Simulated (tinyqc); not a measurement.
All-pass ring resonator: two steps of the calculation.

A ring of length L = 2 pi Rr coupled to one bus waveguide: round-trip amplitude a = 10^(-al L/20), self-coupling t = sqrt(1 - k2). At detuning d from the resonance the round-trip phase is p = 2 pi d/FSR and the transmission T = (a^2 - 2 a t cos p + t^2)/(1 - 2 a t cos p + a^2 t^2). Lossless coupler, linear absorption only.

Parameters, values chosen for the exercise; values close to those of silicon nitride waveguides: cold resonance wavelength lam = 1550 nm; ring radius Rr = 50 um; group index ng = 2.14; propagation loss al = 1 dB/cm; power coupling k2 = 0.021; thermo-optic change of the effective index dT = 2.3e-5 1/K; thermal resistance Rt = 14 K/mW; share of the loss that heats the ring fa = 0.3; input power Pin = 0.092 mW; laser detuning from the cold resonance dl = -4.9 pm.

Constants: c = 299792458 m/s. Results are converted to the units shown.

Task 1. Resonance parameters. FSR = lam^2/(ng L), finesse F = pi sqrt(a t)/(1 - a t), FWHM = FSR/F, Q = lam/FWHM, Tmin = (a - t)^2/(1 - a t)^2, power build-up k2 a^2/(1 - a t)^2, optical bandwidth c/(lam Q).

Give: a; t; FSR; F; FWHM; Q; Tmin; build-up; bandwidth.

Result 1.

a = 0.99639
t = 0.98944
FSR = 3.5735 nm
F = 220.79
FWHM = 16.185 pm
Q = 95766
Tmin = -6.1677 dB
build-up = 104.45
bandwidth = 2.0197 GHz

The ring is overcoupled; critical coupling needs k2 = 1 - a^2 = 0.00721.

Task 2. Thermal shift of the resonance. T is the transmission at d = dl - s, p = 2 pi d/FSR; out = (lam dT/ng) Rt fa (1 - T) Pin; s(new) = out.

s at the start = 0 pm
a = 0.99638964
t = 0.98944429
FSR = 3.5735491 nm

Find: d; T; out; s after iteration 1.

Result 2.

d = -4.9000 pm
T = 0.44511
out = 3.5718 pm
s after iteration 1 = 3.5718 pm

Program tinyqc, `OMP_NUM_THREADS=1 python tinyqc.py 2650025 2650026 out.jsonl`; Intel Xeon 2.30GHz, shared host, one thread, about 0.01 s.
